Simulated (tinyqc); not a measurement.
Inside a calculation: interband optics of a two-band s-p chain from momentum matrix elements. Values are carried at full precision from step to step, so a last printed digit may differ when a step is redone from the rounded ones.

H(k) = [[Es - 2 ts cos ka, 2i V sin ka], [-2i V sin ka, Ep_ + 2 tp cos ka]] in the basis s, p; the lower band is full, with two electrons a cell. The velocity operator times hbar is W = dH/dk (eV angstrom); intra-atomic dipoles are left out.

Constants: hbar^2/2m0 = 3.80998211 eV angstrom^2; e^2/(4 pi eps0) = 14.39964547 eV angstrom.

Parameters, chosen for this exercise:
- a = 4.41 angstrom (period)
- Es = 2.4 eV (upper orbital (s))
- Ep_ = -2.5 eV (lower orbital (p))
- ts = 0.43 eV (s-s hopping)
- tp = 0.52 eV (p-p hopping)
- V = 1.38 eV (s-p hopping)
- k = 0.15 2 pi/a (wave vector)
- N = 12 (k points)
- Ar = 8.5 angstrom^2 (cross-section per chain)
- eta = 0.1 eV (Lorentzian half width)
- E = 4.57 eV (photon energy)

## Hamiltonian and velocity at one k

Form H and W = dH/dk.

H (eV):
```
          s        p
s    1.8945  2.2329i
p  -2.2329i  -1.8887
```

W (eV angstrom):
```
          s        p
s    3.0683  7.1543i
p  -7.1543i  -3.7105
```

## Matrix element between the bands

Diagonalise H, transform W, and form w = |W_cv|^2, the Kane-type energy w/c and the oscillator strength f = w/(c D), c = hbar^2/2m0, D = Ec - Ev.

Ev, Ec (eV): -2.9235  2.9293

weights:
```
        v       c
s  0.1768  0.8232
p  0.8232  0.1768
```

slopes dEv/dk, dEc/dk (eV angstrom): -7.971  7.329

w = 4.155 eV^2 angstrom^2
w/c = 1.090 eV
f = 0.186

## Transitions on the mesh

At each k_j = (j + 1/2)/N (2 pi/a) up to the zone edge give D = Ec - Ev, w = |<c|W|v>|^2 and f = w/(c D), c = hbar^2/2m0; the other half of the zone repeats the values.

Transitions:
```
k (2 pi/a)  D (eV)  w (eV^2 angstrom^2)      f
0.0417      3.3814              103.994  8.072
0.1250      5.2805               13.010  0.647
0.2083      6.9182                1.236  0.047
0.2917      7.5829               25.862  0.895
0.3750      7.3632               78.646  2.803
0.4583      6.8851              137.498  5.242
```

D runs from 3.381 to 7.583 eV on the mesh; f is largest at k = 0.0417.

## Dielectric function from the table

With w(k) = |<c|W|v>|^2 and D(k) = Ec - Ev, on the mesh k_j = (j + 1/2)/N (2 pi/a): eps(E) = 1 + (8 pi e2/(a Ar)) mean_j (w/D^2) [1/(D - E - i eta) + 1/(D + E + i eta)], e2 = e^2/(4 pi eps0); light polarised along the chains, no local fields.

Take the mean over the rows. Also eps(0) at eta = 0, and the effective electrons per cell n_eff = 2 mean(f).

eps(E) = -4.503+1.270i
eps(0) = 12.133
n_eff = 5.902

On a mesh of 2000 points the values are -6.074+4.652i, 13.007 and 5.998. n_eff need not equal the 2 electrons of the cell: a two-orbital basis with chosen hoppings does not obey the sum rule of free electrons. E lies within, or within 2 eta of, the range of transitions of the band (3.00 to 7.60 eV); their spacing on this mesh (up to 1.90 eV) exceeds eta, so eps(E) depends on where the few mesh points fall.

## Checks

- Curvature of the lower band against <v|d2H/dk2|v> - 2 w/D (eV angstrom^2): both 23.67.
- Zone mean of 2 w/D against the zone mean of <v|d2H/dk2|v>, the f-sum rule of a full band (eV angstrom^2): both 22.854.

Run: tinyqc, `OMP_NUM_THREADS=1 python tinyqc.py 1652564 1652565 out.jsonl`; Intel(R) Xeon(R) Processor @ 2.30GHz, one thread, shared host; about 0.01 s of CPU time with all checks.
